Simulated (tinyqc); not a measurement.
Changing the field F: Haynes-Shockley experiment: drift, diffusion and decay of a minority-carrier pulse. Computed by tinyqc, a small Python program. Command: `OMP_NUM_THREADS=1 python tinyqc.py 3112628 3112629 out.jsonl haynes sweep`. One thread of a shared host (Intel(R) Xeon(R) Processor @ 2.30GHz), about 0.02 s of CPU time with the checks.

A thin sheet of excess carriers is made at x = 0, t = 0 in a long uniform bar; injection is low, so the pulse moves with the minority mobility.

Inputs (values chosen for the exercise, modelled on holes in n-type germanium in a lightly doped bar):
```
quantity                       value         unit
minority mobility mu            1780   cm^2/(V s)
lifetime tau                      31  microsecond
temperature T                    300            K
distance d to the collector     0.78           cm
injected sheet density N0    2.6e+09       1/cm^2
```

Constants: k_B = 8.617333262e-05 eV/K.

Method:
- D = mu k_B T/e, v = mu F.
- Transit time d/v, diffusion length sqrt(D tau), drift length v tau, Peclet number v d/D = e F d/(k_B T).
- dn(x, t) = N0/sqrt(4 pi D t) exp(-(x - v t)^2/(4 D t) - t/tau).
- At fixed x the signal peaks where d ln(dn)/dt = 0: a t^2 + t/2 - x^2/(4 D) = 0 with a = v^2/(4 D) + 1/tau.
- The full width at half maximum is found by solving dn(x, t) = peak/2 on both sides of the peak.
- With w the full width at half maximum: mu = d/(F t_p); D = (w d)^2/(16 ln2 t_p^3); Einstein ratio D/mu against k_B T/e.

One run for each value; columns: (1) field F (V/cm); (2) time of the peak t_p (microsecond); (3) width at half maximum (microsecond); (4) peak density (1/cm^3); (5) error of mu (%):
```
(1)     (2)    (3)        (4)    (5)
3.6   112.8  34.95  2.286e+08  7.911
5.6    75.6  19.12  1.032e+09  3.538
8.8    49.0   9.97  3.125e+09  1.580
14.0   31.1   5.03  7.079e+09  0.714
22.0   19.8   2.56  1.277e+10  0.344
34.0   12.9   1.34  1.989e+10  0.179
```

Over the rows, time of the peak t_p (microsecond) falls from 113 to 12.9 (exponent d ln y / d ln x -0.91 between the first rows and -1.00 between the last); width at half maximum (microsecond) falls from 35.0 to 1.34 (exponent d ln y / d ln x -1.4 between the first rows and -1.5 between the last); peak density (1/cm^3) rises from 2.29e8 to 1.99e10 (exponent d ln y / d ln x 3.4 between the first rows and 1.0 between the last). At the high end the exponent of time of the peak t_p is -1.00, close to -1: pure drift, t = d/(mu F). At the high end the exponent of width at half maximum is -1.50, close to -1.5: sqrt(D t)/v with t = d/v.  Left out: 1.40, 2.30 (the pulse dies before the collector).

Extremes, crossings and ranges named in words are read from the listed rows.
